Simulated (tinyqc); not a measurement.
Input admittance of a MOSFET at zero drain bias: distributed channel and distributed gate: one step of the calculation.

Source and drain grounded, strong inversion, w = 2 pi f, Cox = eps0 eox/tox. The channel is an RC line of resistance 1/(mu Cox Vo) per square fed from both ends, so one finger has the intrinsic admittance y = i w Cox L tanh(g)/g per width, g = (1/2) sqrt(i w tau), tau = L^2/(mu Vo). The vertical resistance rv/L is in series with y, the overlaps 2 i w Cov in parallel: y_t = 1/(1/y + rv/L) + 2 i w Cov. The gate strip is a line of Rsh/L per length loaded by y_t, so a finger has Y = y_t Wf tanh(k)/k, k = (Wf/sd) sqrt(y_t Rsh/L); the device has Nf Y.

Task. Low-frequency resistances and capacitance. Low-frequency limits, with c = Cox L and ct = c + 2 Cov: R_strip = Rsh Wf/(3 sd^2 L Nf), R_ch = (c/ct)^2 L/(12 mu Cox Vo Wf Nf), R_vert = (c/ct)^2 rv/(L Wf Nf), C = ct Wf Nf.

Parameters, values chosen for the exercise; values of the order met in silicon radio-frequency transistors: relative permittivity of the gate insulator (close to silicon nitride) eox = 7.36; insulator thickness tox = 8.9 nm; channel length L = 0.47 um; finger width Wf = 8.3 um; number of fingers Nf = 64; channel mobility mu = 100 cm^2/(V s); gate overdrive Vo = 0.41 V; sheet resistance of the gate Rsh = 4.2 ohm/square; vertical resistivity of the gate stack rv = 11 ohm um^2; number of ends at which a finger is contacted sd = 1; overlap and fringe capacitance on each side Cov = 0.32 fF/um.

Constants: eps0 = 8.8541878128e-14 F/cm where lengths are in cm. Results are converted to the units shown.

Wanted: parts; sum; C; 1/(2 pi R C).

Result.

parts (ohm): strip 0.38630, channel 1.7462, vertical 0.031325
sum = 2.1638 ohm
C = 2168.0 fF
1/(2 pi R C) = 33.926 GHz

The channel term is the largest, 80.7 % of the sum.

tinyqc, about 0.01 s, one thread, Intel Xeon 2.30GHz (shared host): `OMP_NUM_THREADS=1 python tinyqc.py 2262244 2262245 out.jsonl`
